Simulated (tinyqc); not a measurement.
What moves the optical constants: free-carrier optics of a doped semiconductor (Drude model with one polar phonon).

eps(E) = ei [1 - Ep^2/(E^2 + i E Gam)] + (es - ei) wT^2/(wT^2 - E^2 - i E gT), with Ep^2 = 8 pi c (e^2/(4 pi eps0)) N/(m ei), c = hbar^2/2m0, N in 1/angstrom^3 (1e-24 per 1/cm^3); Gam = hbar/tau, tau = mu m m0/e with m0/e = 5.685630e-12 kg/C and mu in m^2/(V s). Energies in meV.

n + i k = sqrt(eps1 + i eps2) with k >= 0; R = ((n - 1)^2 + k^2)/((n + 1)^2 + k^2) at normal incidence from vacuum; alpha = 2 E k/(hbar c), times 1e8 for 1/cm; loss function Im(-1/eps) = eps2/(eps1^2 + eps2^2).

Constants: hbar^2/2m0 = 3.80998211 eV angstrom^2; e^2/(4 pi eps0) = 14.39964547 eV angstrom; hbar = 6.58211957e-16 eV s; hbar c = 1973.269805 eV angstrom.

Values chosen for the exercise (mass and dielectric values near those of GaAs; N and mu are free inputs; interband absorption and the rise of the mass with filling are left out; shifted at random, so the results belong to these values and not to a real crystal): N = 1.4e+18 1/cm^3 (carrier density); m = 0.0689 m0 (conductivity mass); mu = 3100 cm^2/(V s) (mobility); ei = 10.61 (high-frequency dielectric constant); wT = 33.1 meV (TO phonon); es = 12.48 (static dielectric constant); gT = 0.4 meV (phonon damping); E = 112.5 meV (photon energy).

At the energy E.

One parameter was then changed.

Results before and after:

| case | Ep (meV) | Gam (meV) | R | alpha (1/cm) |
|---|---|---|---|---|
| base | 51.39 | 5.42 | 0.2332 | 213 |
| changed | 51.39 | 9.03 | 0.2335 | 352 |

Which of these changes was made? (a) mu = 1860 cm^2/(V s); (b) ei = 11.14; (c) E = 135 meV; (d) N = 2.1e+18 1/cm^3; (e) m = 0.0827 m0.

Answer: (a) mu = 1860 cm^2/(V s). Of the candidates, run in turn, only this one gives the changed row.

All candidates:

| case | Ep (meV) | Gam (meV) | R | alpha (1/cm) |
|---|---|---|---|---|
| base | 51.39 | 5.42 | 0.2332 | 213 |
| N = 2.1e+18 1/cm^3 | 62.94 | 5.42 | 0.2069 | 342 |
| m = 0.0827 m0 | 46.90 | 4.52 | 0.2413 | 145 |
| mu = 1860 cm^2/(V s) | 51.39 | 9.03 | 0.2335 | 352 |
| ei = 11.14 | 50.15 | 5.42 | 0.2459 | 205 |
| E = 135 meV | 51.39 | 5.42 | 0.2491 | 142 |

Run: tinyqc, `OMP_NUM_THREADS=1 python tinyqc.py 1651163 1651164 out.jsonl`; Intel(R) Xeon(R) Processor @ 2.30GHz, one thread, shared host; about 0.01 s of CPU time with all checks.
